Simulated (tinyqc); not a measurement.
Permittivity of the insulator from five potentials.

Inverse problem. A node lies on a semiconductor-insulator interface. Steps: hs = tb/1 down into the semiconductor, ho = tox/1 up into the insulator, hy = L/4 sideways. The flux balance of its box reads eox (hy/ho)(above - node) + eps_r (hy/hs)(below - node) + [(eps_r hs + eox ho)/(2 hy)](left + right - 2 node) - q Na (hs/2) hy/eps0 = 0. Find eox.

Inputs (values chosen for the exercise); semiconductor permittivity close to that of In0.53Ga0.47As: relative permittivity of the semiconductor eps_r = 13.8; half the body thickness tb = 5 nm; insulator thickness tox = 1.2 nm; channel length L = 25 nm; acceptor density of the depleted body Na = 0 cm^-3.

Constants: q = 1.602176634e-19 C, eps0 = 8.8541878128e-14 F/cm where lengths are in cm. Results are converted to the units shown.

psi (V): node 0.24762653, above 0.1, below 0.32104256, left 0.56, right 0.22913155

Solution. The balance is linear in eox.

eox = 3.90

Computed by the program tinyqc: `OMP_NUM_THREADS=1 python tinyqc.py 2480152 2480153 out.jsonl`, one thread of a shared Intel Xeon 2.30GHz, about 0.1 s for the whole run.
